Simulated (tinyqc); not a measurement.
What the excited states change: donors on two lattice sites with valley-orbit split states.

Each donor binds at most one electron, in any of its states. For a site s, W_s = sum over its states of g exp(E/kT), and the ionised share is 1/(1 + W_s exp(eta)), eta = (EF - Ec)/kT; n = Nc F_1/2(eta); neutrality n + NA = ND x (mean ionised share, the two sites in equal numbers); holes are neglected. Nc from N = 2 (m kB T/(4 pi c))^(3/2) with c = hbar^2/2m0, in 1/angstrom^3; times 1e24 for 1/cm^3, m = md. F_j(eta) = (1/Gamma(j + 1)) integral_0^infinity x^j dx/(1 + exp(x - eta)), which tends to exp(eta) for eta << 0.

Constants: hbar^2/2m0 = 3.80998211 eV angstrom^2; kB = 8.617333262e-05 eV/K.

Parameters, chosen for this exercise (near those of nitrogen in 4H-SiC; shifted at random, so the results belong to these values and not to a real crystal):
- md = 0.778 m0 (density-of-states mass of the conduction band)
- E = (61.8, 53.9, 126.6, 81.8) meV (binding energies of h ground, h excited, k ground, k excited)
- g = (2, 4, 2, 4) (their degeneracies with spin)
- ND = 4.8e+15 1/cm^3 (donors, half on each site)
- NA = 0 1/cm^3 (compensating acceptors, all ionised)

The last columns keep only the ground state of each site (g = 2).

Results:

| T (K) | effective degeneracy, h site | eta | n (1/cm^3) | n, ground states only | ratio |
|---|---|---|---|---|---|
| 40 | 2.40 | -12.33 | 3.70e+12 | 4.05e+12 | 0.912 |
| 60 | 2.87 | -9.75 | 8.94e+13 | 1.07e+14 | 0.838 |
| 80 | 3.27 | -8.62 | 4.28e+14 | 5.32e+14 | 0.803 |
| 110 | 3.74 | -7.99 | 1.30e+15 | 1.55e+15 | 0.835 |
| 150 | 4.17 | -7.93 | 2.20e+15 | 2.36e+15 | 0.932 |
| 200 | 4.53 | -7.94 | 3.33e+15 | 3.46e+15 | 0.963 |
| 250 | 4.77 | -8.04 | 4.20e+15 | 4.32e+15 | 0.974 |
| 300 | 4.95 | -8.24 | 4.56e+15 | 4.62e+15 | 0.985 |
| 400 | 5.18 | -8.63 | 4.74e+15 | 4.76e+15 | 0.995 |
| 500 | 5.33 | -8.96 | 4.77e+15 | 4.79e+15 | 0.997 |

The effective degeneracy grows from 2.40 to 5.33. Excited states hold electrons back, so the ratio is never above 1; it is lowest, 0.803, at 80 K of those listed, and 0.985 at 300 K. At low T the excited states empty out, and at high T more donors are ionised (n is 99 % of ND - NA in the last row), so the effect is largest in between.

Program tinyqc; command `OMP_NUM_THREADS=1 python tinyqc.py 1651286 1651287 out.jsonl`; about 0.02 s on one thread of a shared Intel(R) Xeon(R) Processor @ 2.30GHz.
